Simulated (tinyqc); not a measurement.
Exchange splitting: exchange-split free-electron bands and tunnelling magnetoresistance.

Majority and minority bands E = c k^2/m -/+ Dx/2, c = hbar^2/2m0, so k_up = sqrt(m (EF + Dx/2)/c), k_dn = sqrt(m (EF - Dx/2)/c); n_s = k_s^3/(6 pi^2), D_s = m k_s/(4 pi^2 c).

Barrier: kappa = sqrt(mb phi/c), c = hbar^2/2m0. With a = k1/m, b = k2/m, w = kappa/mb, the transmission at normal incidence is T(k1, k2) = 4 a b w^2/[w^2 (a + b)^2 + (w^2 + a^2)(w^2 + b^2) sinh^2(kappa d)]. Parallel: G_P = T(up, up) + T(dn, dn); antiparallel: G_AP = 2 T(up, dn); TMR = (G_P - G_AP)/G_AP. Julliere: TMR = 2 P^2/(1 - P^2). Slonczewski factor: P_eff = P_k (w^2 - a_up a_dn)/(w^2 + a_up a_dn), P_k = (k_up - k_dn)/(k_up + k_dn).

Constants: hbar^2/2m0 = 3.80998211 eV angstrom^2.

Values chosen for the exercise:
```
symbol  value  unit      meaning
EF      3.58   eV        Fermi energy above the mean band bottom
m       1.32   m0        mass in the electrodes
phi     0.6    eV        barrier height above EF
mb      0.45   m0        mass in the barrier
d       6.8    angstrom  barrier thickness
```

Dx takes the listed multiples of 2 EF.

Results:
```
Dx/(2 EF)    k_up    k_dn     P_k    P_eff  TMR (%)
0.10       1.1681  1.0565  0.0501  -0.0170     0.07
0.20       1.2200  0.9961  0.1010  -0.0335     0.26
0.35       1.2940  0.8979  0.1807  -0.0563     0.78
0.50       1.3640  0.7875  0.2679  -0.0739     1.51
0.65       1.4306  0.6589  0.3693  -0.0792     2.32
0.80       1.4942  0.4981  0.5000  -0.0496     2.98
0.90       1.5351  0.3522  0.6268   0.0377     4.39
0.97       1.5631  0.1929  0.7803   0.2639    20.17
```

What does the comparison show?

P_k rises from 0.050 to 0.780, and TMR goes from 0.07 % to 20.2 %, steadily; P_eff changes sign along the table. At Dx = 2 EF the minority band is empty (a half metal) and G_AP vanishes.

(tinyqc, `OMP_NUM_THREADS=1 python tinyqc.py 1651162 1651163 out.jsonl`, Intel(R) Xeon(R) Processor @ 2.30GHz, 1 thread, shared host, about 0.01 s.)
